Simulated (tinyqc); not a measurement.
Changing the static dielectric constant eps_s: Froehlich polaron in a polar crystal. Computed by tinyqc, a small Python program. Command: `OMP_NUM_THREADS=1 python tinyqc.py 3029457 3029458 out.jsonl frohlich sweep`. One thread of a shared host (Intel(R) Xeon(R) Processor @ 2.30GHz), about 0.08 s of CPU time with the checks.

One electron in a parabolic band of mass m*, coupled to dispersionless LO phonons in the continuum model. Energies are in units of hbar omega unless marked, wave numbers in k_0 = sqrt(2 m* omega/hbar).

Inputs (values chosen for the exercise, modelled on aluminium nitride):
```
quantity                     value  unit
band mass m*                 0.325   m_0
LO phonon energy hbar omega    110   meV
eps_inf                       4.62     -
temperature T                   77     K
```

Constants: hbar^2/(2 m_0) = 3.80998212 eV angstrom^2; e^2/(4 pi eps_0) = 14.39964548 eV angstrom; k_B = 8.617333262e-05 eV/K; hbar = 6.582119569e-16 eV s; e = 1.602176634e-19 C; m_0 = 9.1093837015e-31 kg.

Method:
- 1/eps* = 1/eps_inf - 1/eps_s; k_0 = sqrt(2 m* omega/hbar) = sqrt(m* hbar omega / (hbar^2/(2 m_0))) with m* in m_0; alpha = (e^2/(4 pi eps_0)) k_0/(2 eps* hbar omega); polaron length 1/k_0.
- Feynman's bound: E(v, w) = 3 (v - w)^2/(4 v) - (alpha v/sqrt(pi)) int_0^infinity e^-u D(u)^(-1/2) du, D = w^2 u + ((v^2 - w^2)/v)(1 - e^(-v u)); integrals by 80 Gauss-Legendre points in s from 0 to 1 with u = 40 s^2.
- Minimise over v > w > 0 (simplex search); mass m_p/m* = 1 + (alpha v^3/(3 sqrt(pi))) int u^2 e^-u D^(-3/2) du.
- Scattering by absorption of an LO phonon: 1/tau = 2 alpha omega n, n = 1/(exp(hbar omega/(k_B T)) - 1); mu = e tau/m*, the weak-coupling result for k_B T well below hbar omega.

One run for each value:
```
static dielectric constant eps_s  coupling constant alpha  polaron energy, Feynman (meV)  mobility (cm^2/(V s))    eps*
4.99                                               0.1018                         -11.21             2.5200e+09  62.308
8.02                                               0.5818                         -64.47             4.4075e+08  10.898
12.90                                              0.8809                         -98.00             2.9111e+08   7.198
20.70                                              1.0661                        -118.90             2.4054e+08   5.947
33.30                                              1.1819                        -132.04             2.1695e+08   5.364
53.60                                              1.2541                        -140.23             2.0448e+08   5.056
86.20                                              1.2988                        -145.33             1.9743e+08   4.882
139.00                                             1.3267                        -148.51             1.9328e+08   4.779
```

Describe and explain the trends.

Over the rows, coupling constant alpha rises from 0.102 to 1.33 (exponent d ln y / d ln x 3.7 between the first rows and 0.045 between the last); polaron energy, Feynman (meV) falls from -11.2 to -149 (exponent d ln y / d ln x 3.7 between the first rows and 0.045 between the last); mobility (cm^2/(V s)) falls from 2.52e9 to 1.93e8 (exponent d ln y / d ln x -3.7 between the first rows and -0.045 between the last). eps* falls towards eps_inf = 4.62, so alpha saturates however large eps_s becomes.

Caution (all rows): LO phonons are so rare at this T that impurities and acoustic phonons, left out here, limit the real mobility.
